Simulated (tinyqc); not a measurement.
Density and mobility of a removed layer (differential Hall).

Problem. For layers in parallel the sheet conductance g = 1/Rs and the product g mu_H (mu_H signed, unit Hall factors) are additive. Find the sheet density and mobility of the layer that was removed, and its share of the conductance.

Constants: q = 1.602176634e-19 C. Results are converted to the units shown.

Rs before and after removing the top layer (ohm/square): 414.71821  506.61600
apparent mobility before and after, signed (cm^2/(V s)): 99.506977  44

Answer. The differences give g1 = q n mu and g1 mu = q n mu^2; their ratio is mu and g1^2/(q g1 mu) is n.

sheet density = 7.80e12 cm^-2
mobility = 350 cm^2/(V s)
share of the conductance = 18.1 %

Numbers from tinyqc (`OMP_NUM_THREADS=1 python tinyqc.py 2850183 2850184 out.jsonl`; about 0.01 s on one thread of a shared Intel Xeon 2.30GHz).
